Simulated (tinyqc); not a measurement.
What each change does: thin (001) film in sp3s* tight binding with raised dangling bonds.

Planes alternate anion (a), cation (c) along [001], a/4 apart, starting with an anion; zero in-plane momentum; levels counted from the bulk Ev, the lower root of [[Epa, Vxx], [Vxx, Epc]]; no spin-orbit coupling. Block of s, pz, s*: from an anion to the cation above, Vss/2 (s,s), Vsapc/2 (s,z), -Vscpa/2 (z,s), Vxx/2 (z,z), Vxapc/2 (s*,z), -Vpaxc/2 (z,s*); to the cation below the same with the s-z and s*-z signs reversed. Block of u = (px + py)/sqrt2 and v = (px - py)/sqrt2: to the cation above (Vxx + Vxy)/2 for u and (Vxx - Vxy)/2 for v, to the cation below the reverse. Each surface atom has two dangling sp3 hybrids; raising both by dl adds (dl/2) [[1, t], [t, 1]] to its s, pz levels (t = -1 at the bottom face, +1 at the top) and dl to the one of u, v in whose plane the missing bonds lie (v for a bottom anion or a top cation, u for a top anion).

Parameters, chosen for this exercise (out of a larger set: near a published set for GaAs, fitted to gaps, whose masses and valley positions are rough; not measured data):
```
symbol  value                                                                                         unit  meaning
p       (-8.405, 1.047, -2.645, 3.68, 8.516, 6.697, -6.413, 1.976, 5.085, 4.479, 5.796, 4.887, 4.76)  eV    order Esa, Epa, Esc, Epc, Exa, Exc, Vss, Vxx, Vxy, Vsapc, Vscpa, Vxapc, Vpaxc
Nw      23                                                                                                  planes in the thicker film
dp      30                                                                                            eV    value of dl for the passivated films
```

edges (eV): Gamma 1.51590, Delta 1.97813

A film of Nw planes with shift dp: highest level below mid-gap (half the lower bulk edge) and the two lowest above. Each row changes one parameter from the base and keeps the others.

Results:
```
case        Ev1 (eV)  Ec1 (eV)  Ec2 (eV)
base         -0.0693    1.6107    1.9194
Nw = 24      -0.0593    1.6148    1.9079
dp = 60 eV   -0.0690    1.6246    1.9423
```

The largest shifts from the base row, up to three for each result and ties (the steps differ in size, so this ranks the rows, not the parameters). Ev1 (eV): Nw +0.0100, dp +0.0002. Ec1 (eV): dp +0.0140, Nw +0.0041. Ec2 (eV): dp +0.0229, Nw -0.0115. An odd change of Nw also changes which atoms end the film, so levels need not move as thickness alone would move them; the row for dp shows how far the passivation is from converged.

Computed by tinyqc, a small Python program: `OMP_NUM_THREADS=1 python tinyqc.py 1480784 1480785 out.jsonl` (the numbers bound the seed that draws the inputs); one thread of a shared host (Intel(R) Xeon(R) Processor @ 2.30GHz), about 0.4 s for the whole set of steps.
